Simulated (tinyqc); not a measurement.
Convergence with the k mesh: Bethe-Salpeter matrix of a two-band square lattice (Tamm-Dancoff form).

One valence and one conduction band, lattice period 1, mesh k = 2 pi j/N along each axis (first index slowest). Pair energies D(k) = Eg + 2 t sum(1 - cos k), t = tc + tv. Screened attraction W(R) = U at R = 0 and V/|R| otherwise, R over the N x N cells with the nearest image; W(q) = sum_R W(R) cos(q R). H(k, k') = D(k) delta - W(k - k')/Nk + 2 J/Nk for singlets (J = 0 for triplets), Nk the number of k points. With a constant transition dipole the strength of a state is f = (sum_k A_k)^2/Nk, and the f sum to 1.

Parameters, chosen for this exercise: Eg = 3.8 eV (quasiparticle gap); tc = 0.22 eV (conduction hopping); tv = 0.08 eV (valence hopping); U = 1.44 eV (attraction in the same cell); V = 0.65 eV (attraction at one cell distance); J = 0.3 eV (exchange in the same cell).

Lowest triplet and singlet, and f of the singlet, against N.

Results:

| N | Eg - E triplet (eV) | Eg - E singlet (eV) | f singlet |
|---|---|---|---|
| 3 | 0.7906 | 0.6055 | 0.1899 |
| 4 | 0.7079 | 0.5108 | 0.1823 |
| 6 | 0.6728 | 0.4456 | 0.2074 |
| 9 | 0.6695 | 0.4297 | 0.2316 |
| 14 | 0.6694 | 0.4288 | 0.2343 |
| 22 | 0.6694 | 0.4287 | 0.2343 |
| 36 | 0.6694 | 0.4287 | 0.2343 |

What can be read from this table?

The coarsest mesh misjudges the singlet binding by +0.1768 eV against the finest: a mesh of N points along an axis repeats the pair every N cells. The triplet is within 1 meV of the last row from N = 9 on. The singlet is within 1 meV of the last row from N = 9 on. The more tightly bound triplet is the smaller object in R, so it needs no more points than the singlet.

(tinyqc, `OMP_NUM_THREADS=1 python tinyqc.py 1280223 1280224 out.jsonl`, Intel(R) Xeon(R) Processor @ 2.30GHz, 1 thread, shared host, about 0.7 s.)
